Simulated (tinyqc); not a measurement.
# Film and buried-oxide thickness from two coupling ratios

Question. In a depleted film -dVT/dVb is k1 = Cs Cbox/(Cox (Cs + Cbox)) for a front channel and k2 = Cbox (Cox + Cs)/(Cox Cs) for a back channel, with Cox = eps0 eox/tox, Cs = eps0 eps_r/ts, Cbox = 3.9 eps0/tb. Find ts and tb.

Values chosen for this exercise; band and dielectric values close to those of silicon: relative permittivity eps_r = 11.8; relative permittivity of the gate insulator (close to silicon dioxide) eox = 3.9; insulator thickness tox = 3.7 nm.

coupling ratios for a front and a back channel: [0.10198552, 0.33265537]

Answer. With y = Cox/Cs and z = Cox/Cbox, 1/k1 = y + z and k2 = (1 + y)/z, so y = (k2/k1 - 1)/(1 + k2); the thicknesses follow from y and z.

ts = 19.00 nm
tb = 30.00 nm

Numbers from tinyqc (`OMP_NUM_THREADS=1 python tinyqc.py 2190060 2190061 out.jsonl`; about 0.4 s on one thread of a shared Intel Xeon 2.30GHz).
